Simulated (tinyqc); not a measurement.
# Resistance of a tapered via with liner, size effect and interface, step by step

tinyqc, about 0.01 s, one thread, Intel Xeon 2.30GHz (shared host): `OMP_NUM_THREADS=1 python tinyqc.py 2750028 2750029 out.jsonl` Printed values are rounded.

A round via whose diameter grows from db at the bottom as D(z) = db + 2 z/tan(ang). The fill, of diameter D - 2 tl, starts above the bottom liner (thickness fb tl) and has rho = rho0 (1 + ks lam/(D - 2 tl)); the sidewall liner conducts in parallel with it. The bottom liner and the interface are crossed over the full area pi db^2/4. Spreading in the lines above and below is left out.

Parameters, values chosen for the exercise; fill metal close to ruthenium: diameter at the bottom db = 17 nm; height hv = 56 nm; sidewall angle ang = 86 degrees; bulk resistivity of the fill rho0 = 7.58 uohm cm; mean free path of the fill lam = 6.49 nm; size-effect factor ks = 0.8; liner on the sidewall tl = 0.2 nm; liner at the bottom over that on the sidewall fb = 0.5; resistivity of the liner rl = 200 uohm cm; interface resistivity at the bottom ri = 1.1e-12 ohm cm^2; ballistic conductance per area, about 3/(4 rho0 lam) Sb = 1.5e15 S/m^2.

## Slices of the via

Slices between z0 = fb tl and hv, evaluated at their midpoints: conductance per length pi/4 [(D - 2 tl)^2/rho + (D^2 - (D - 2 tl)^2)/rl], slice resistance = slice height over that. 9 slices.

```
slice   z (nm)   D (nm)  rho (uohm cm)  slice resistance (ohm)
0      3.20556  17.4483        9.88846                 2.68428
1      9.41667  18.3170        9.77654                 2.40314
2      15.6278  19.1856        9.67497                 2.16359
3      21.8389  20.0542        9.58238                 1.95788
4        28.05  20.9229        9.49763                 1.77994
5      34.2611  21.7915        9.41976                 1.62504
6      40.4722  22.6602        9.34797                 1.48937
7      46.6833  23.5288        9.28157                 1.36991
8      52.8944  24.3975        9.21998                 1.26417
```

## Total resistance

R_fill = sum of the slices; R_bottom = rl fb tl/(pi db^2/4); R_interface = ri/(pi db^2/4); ballistic (Sharvin) limit 1/(Sb pi (db - 2 tl)^2/4); ideal cylinder rho0 hv/(pi db^2/4).

parts (ohm): fill 16.7373, bottom liner 0.881135, interface 0.484624
R = 18.1031 ohm
shares (%): fill 92.4557, bottom liner 4.8673, interface 2.6770
ballistic limit = 3.08037 ohm
ideal cylinder = 18.7012 ohm

The fill is the largest part, and R is 0.968 times the ideal cylinder. With 2000 slices R = 18.113 ohm.
